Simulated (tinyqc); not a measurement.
The integration grid: Kohn-Sham R2SCAN on finer and finer grids in the sto-6g basis, for H4, spin multiplicity 3. Computed by the program tinyqc with PySCF. Self-consistent on each grid; the net force on the molecule should vanish.

Geometry (angstrom):

| atom | x | y | z |
|---|---|---|---|
| H | 0.0000 | 0.0000 | 0.0000 |
| H | 0.0000 | 0.0000 | 1.1000 |
| H | 0.0000 | 1.6380 | 0.0000 |
| H | 0.0000 | 1.6380 | 1.1000 |

Kohn-Sham energy on Becke grids (radial x angular points per atom):

| grid | points | residual of the electron count | E (hartree) | E - finest (mhartree) | largest net force without grid terms (hartree/bohr) |
|---|---|---|---|---|---|
| 10 x 14 | 540 | 9.95e-03 | -1.96649 | 2.41513 | 1.39e-16 |
| 15 x 26 | 1532 | -8.88e-04 | -1.96771 | 1.20154 | 3.61e-16 |
| 20 x 50 | 3960 | -1.42e-03 | -1.96850 | 0.40965 | 1.16e-16 |
| 30 x 86 | 10258 | -5.08e-04 | -1.96880 | 0.11018 | 5.55e-17 |
| 50 x 194 | 38704 | -9.67e-06 | -1.96890 | 0.01011 | 9.80e-17 |
| 75 x 302 | 90400 | 8.30e-08 | -1.96891 | 0.00087 | 2.22e-16 |
| 120 x 590 | 282590 | 1.35e-08 | -1.96891 | 0.00000 | 2.64e-16 |

What does the comparison show, and why?

The energy is within 0.1 mhartree of the finest grid first at 50 x 194. The error has one sign here, though quadrature is not variational. The net force vanishes by symmetry here, so only the electron count signals a poor grid.
